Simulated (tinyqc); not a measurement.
Two-step dopant diffusion (predeposition and drive-in) with a constant diffusivity. From sheet resistance R_s (Gaussian) back to predeposition time t1. Computed by tinyqc, a small Python program. Command: `OMP_NUM_THREADS=1 python tinyqc.py 3006011 3006012 out.jsonl dopdiff inv`. One thread of a shared host (Intel(R) Xeon(R) Processor @ 2.30GHz), about 0.03 s of CPU time with the checks.

Fick diffusion into a half space x > 0 whose background doping C_B is of the opposite type, so that a junction lies where C = C_B.

Inputs (values chosen for the exercise, modelled on boron in silicon):

| quantity | value | unit |
|---|---|---|
| prefactor D0 | 1.03 | cm^2/s |
| activation energy E | 3.49 | eV |
| surface concentration C_s | 9.1e+19 | 1/cm^3 |
| background doping C_B | 2.9e+15 | 1/cm^3 |
| predeposition temperature T1 | 950 | C |
| drive-in temperature T2 | 1050 | C |
| drive-in time t2 | 60 | min |
| mean mobility in the layer mu | 110 | cm^2/(V s) |

Furnace ramps of the drive-in: none.

Constants: k_B = 8.617333262e-05 eV/K; e = 1.602176634e-19 C.

Method:
- D = D0 exp(-E/(k_B T)).
- Temperatures in kelvin are T(C) + 273.15.
- Times in seconds are 60 times the minutes.
- (Dt)2 = D2 t2, t2 in seconds.
- C = C_s erfc(x/(2 sqrt(D1 t1))); dose Q = 2 C_s sqrt(D1 t1/pi); the junction solves erfc(z) = C_B/C_s with x_j = 2 z sqrt(D1 t1).
- With a sealed surface and a thin source, C = Q/sqrt(pi (Dt)2) exp(-x^2/(4 (Dt)2)); x_j = 2 sqrt((Dt)2 ln(C(0)/C_B)); gradient at the junction |dC/dx| = C_B x_j/(2 (Dt)2).
- Net dose Q_net = Q erf(x_j/(2 sqrt((Dt)2))) - C_B x_j; R_s = 1/(e mu Q_net), with every dopant ionised and one mobility.

Question. A run gave the result below. Find the predeposition time t1, known to lie between 41 and 85 min.

sheet resistance R_s (Gaussian) = 139.4 ohm/square

Answer.

Each step takes the trial c = (a f_b - b f_a)/(f_b - f_a), f being the result less the target and a, b, c the logarithms of the listed values; c replaces end b, the old b replaces a if the sign of f changed, and otherwise f_a is halved.

Scan of the range:

| predeposition time t1 (min) | sheet resistance R_s (Gaussian) (ohm/square) |
|---|---|
| 41.0 | 170.139 |
| 46.3 | 160.099 |
| 52.3 | 150.630 |
| 59.0 | 141.814 |
| 66.7 | 133.373 |
| 75.3 | 125.522 |
| 85.0 | 118.139 |

False position (Illinois rule, in the logarithm of the input) inside the bracket:

| step | end a | end b | trial | sheet resistance R_s (Gaussian) (ohm/square) |
|---|---|---|---|---|
| 1 | 59.0000 | 66.7000 | 61.1065 | 139.347 |
| 2 | 59.0000 | 61.1065 | 61.0162 | 139.450 |
| 3 | 61.1065 | 61.0162 | 61.0600 | 139.400 |
| 4 | 61.0162 | 61.0600 | 61.0600 | 139.400 |

Sheet resistance R_s (Gaussian) falls at every point of a 13-point scan of the range (every second point is shown), so one value fits; it is bracketed by 59.0 and 66.7. Answer: predeposition time t1 = 61.06 min.

Caution: the drive-in budget is under fifteen times D1 t1, so the source is not thin and the Gaussian junction is too shallow. Caution: the surface value exceeds the intrinsic carrier density during the drive-in as well. Caution: C_s exceeds the intrinsic carrier density of silicon at the predeposition temperature (2e18 to 1e19 per cm^3), where real diffusivities rise with concentration and profiles turn box-like.
